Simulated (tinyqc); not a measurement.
Worked calculation: molecular dynamics of a small cluster by velocity Verlet steps. Computed by tinyqc, a small Python program that keeps every step. Command: `OMP_NUM_THREADS=1 python tinyqc.py 3014181 3014182 out.jsonl verlet walk`. One thread of a shared host (Intel(R) Xeon(R) Processor @ 2.30GHz), about 0.2 s of CPU time with the checks. Intermediate numbers are printed to about 6 digits and carried at full precision; extremes and crossings named in words are read from the listed rows.

E = sum_i {sum_j A exp(-p (r_ij/r0 - 1)) - xi sqrt(rho_i)}, rho_i = sum_j exp(-2 q (r_ij/r0 - 1)); the force on i is -sum_j w_ij (R_i - R_j)/r_ij with w_ij = -(2p/r0) A exp(-p (r_ij/r0 - 1)) + (xi q/r0) exp(-2 q (r_ij/r0 - 1)) (rho_i^(-1/2) + rho_j^(-1/2)).

Inputs (values chosen for the exercise, for model atoms):
```
quantity,value,unit
length r0,2.66,angstrom
repulsion A,0.19,eV
hopping xi,3.13,eV
decay p,10.5,-
decay q,2.21,-
atomic mass M,38.9,u
time step dt,2.5,fs
steps,200,-
```

Potential: Gupta. Thermostat: none.

starting positions (angstrom):
```
,x,y,z
atom 1,-0.01,-0.04,0.02
atom 2,2.47,0.03,-0.04
atom 3,2.46,2.47,-0.03
atom 4,-0.03,2.57,0
atom 5,1.19,1.19,1.73
atom 6,1.22,1.27,-1.76
```

starting velocities (angstrom/fs):
```
,x,y,z
atom 1,-0.00043,-0.00068,0.0006
atom 2,-0.00643,0.00507,0.00166
atom 3,-0.00027,-0.00136,0.0033
atom 4,-0.00088,-0.00058,-0.0016
atom 5,0.00551,0.00372,-0.00111
atom 6,0.0025,-0.00618,-0.00286
```

Constants: 1 eV/(angstrom u) = 9.648533212e-03 angstrom/fs^2; k_B = 8.617333262e-05 eV/K.

## State at the start

Velocity Verlet: a = c F/M with c = 9.648533212e-3 angstrom/fs^2 per eV/(angstrom u); R(new) = R + v dt + a dt^2/2; v(new) = v + (a + a(new)) dt/2. Kinetic energy K = M v^2/(2c); temperature T = 2K/((3N - 3) k_B), rotation of the cluster included.

forces (eV/angstrom):
```
,x,y,z
atom 1,0.12257,0.83795,-0.55172
atom 2,-0.03941,-0.31654,0.06004
atom 3,-0.26371,0.21692,0.38993
atom 4,0.61189,-1.22525,0.02036
atom 5,0.12885,0.57332,-0.30196
atom 6,-0.56019,-0.08641,0.38335
```

potential energy = -35.1583 eV

kinetic energy = 0.373635 eV

temperature = 578.114 K

## Step 1

The formulas are those given above.

positions after step 1 (angstrom):
```
,x,y,z
atom 1,-0.01098,-0.04105,0.02107
atom 2,2.45389,0.04243,-0.03580
atom 3,2.45912,2.46677,-0.02145
atom 4,-0.03173,2.56760,-0.00398
atom 5,1.20387,1.19974,1.72699
atom 6,1.22582,1.25448,-1.76685
```

new forces (eV/angstrom):
```
,x,y,z
atom 1,0.03518,0.87408,-0.49621
atom 2,0.26410,-0.65521,0.02473
atom 3,-0.24401,0.41572,0.20856
atom 4,0.66069,-1.26931,-0.02520
atom 5,-0.09259,0.55012,-0.10921
atom 6,-0.62336,0.08459,0.39732
```

velocities after step 1 (angstrom/fs):
```
,x,y,z
atom 1,-0.00038109,-0.00014920,0.00027510
atom 2,-0.00636034,0.00476872,0.00168628
atom 3,-0.00042742,-0.00116385,0.00348556
atom 4,-0.00048545,-0.00135342,-0.00160150
atom 5,0.00552124,0.00406832,-0.00123748
atom 6,0.00213305,-0.00618056,-0.00261796
```

total energy = -34.7846 eV

## Step 2

The formulas are those given above.

positions after step 2 (angstrom):
```
,x,y,z
atom 1,-0.01191,-0.04075,0.02138
atom 2,2.43820,0.05384,-0.03157
atom 3,2.45786,2.46418,-0.01257
atom 4,-0.03243,2.56323,-0.00801
atom 5,1.21761,1.21034,1.72381
atom 6,1.23067,1.23910,-1.77309
```

new forces (eV/angstrom):
```
,x,y,z
atom 1,-0.06721,0.88578,-0.43596
atom 2,0.57446,-0.99140,-0.01605
atom 3,-0.19415,0.62211,0.01405
atom 4,0.67962,-1.28056,-0.06593
atom 5,-0.31925,0.51630,0.12404
atom 6,-0.67347,0.24778,0.37984
```

velocities after step 2 (angstrom/fs):
```
,x,y,z
atom 1,-0.00039102,0.00039644,-0.00001391
atom 2,-0.00610035,0.00425820,0.00168897
atom 3,-0.00056327,-0.00084209,0.00355458
atom 4,-0.00006989,-0.00214399,-0.00162975
atom 5,0.00539355,0.00439895,-0.00123288
atom 6,0.00173097,-0.00607751,-0.00237701
```

total energy = -34.7844 eV

## Fastest vibration

Relax the cluster, diagonalise the Hessian (central differences): omega_max = sqrt(c lambda_max/M). Verlet steps are stable for omega_max dt < 2.

omega_max = 0.0986365 1/fs

shortest period = 63.7004 fs

omega_max dt = 0.246591

The step is 1/25.5 of the shortest period.

## The trajectory

Spread = largest minus smallest value. The test of the step is the spread (largest minus smallest) of the total energy over the run without thermostat, against the spread of K; the step passes below 5 %. The mean T is over the second half.

Course of the run (evenly spaced rows):
```
step,t (fs),U (eV),K (eV),U + K (eV),T (K)
0,0,-35.1583,0.373635,-34.7846,578.114
14,35,-35.0933,0.308481,-34.7849,477.302
28,70,-35.1939,0.408885,-34.7850,632.655
42,105,-35.1304,0.345452,-34.7849,534.508
56,140,-35.0429,0.258978,-34.7839,400.708
70,175,-35.0677,0.283833,-34.7839,439.167
84,210,-34.9617,0.178431,-34.7833,276.081
98,245,-35.0694,0.285932,-34.7835,442.413
112,280,-35.0709,0.286682,-34.7843,443.574
126,315,-35.1180,0.334082,-34.7840,516.914
140,350,-34.9381,0.155067,-34.7830,239.931
154,385,-35.0883,0.304661,-34.7836,471.393
168,420,-35.0135,0.229814,-34.7837,355.584
182,455,-35.0601,0.275752,-34.7843,426.663
196,490,-35.1653,0.381143,-34.7841,589.730
```

spread of the total energy = 0.00271296 eV

spread of the total over spread of K = 0.00881163

mean temperature = 424.094 K

The total energy keeps within 0.88 % of the swings of K, so the step passes.

## Energy conservation against the time step

Runs without thermostat over the same span of time, steps x dt; spread = largest minus smallest value. For contrast, the energy gained over the first 30 dt (dt of the inputs) by explicit Euler steps: R(new) = R + v dt, v(new) = v + a dt.

Energy error (eV):
```
dt (fs),omega_max dt,"Verlet, spread of U + K","Euler, gain in U + K"
0.3125,0.030824,4.22743e-05,0.05295
0.6250,0.061648,1.69155e-04,0.11339
1.2500,0.123296,6.76201e-04,0.26023
2.5000,0.246591,2.71296e-03,0.68382
5.0000,0.493182,1.09821e-02,2.28033
7.5000,0.739774,2.46401e-02,5.50043
```

The Verlet error grows as dt^2.00 between the first rows, the second order of the method. Euler steps gain energy steadily: over that short span the gain in the first row is already 1300 times the Verlet spread of the whole run, and it grows as dt^1.10, tending to the first order of that method as dt shrinks.

Checks made by the program: time reversal over 50 steps (relative difference below 1e-10).
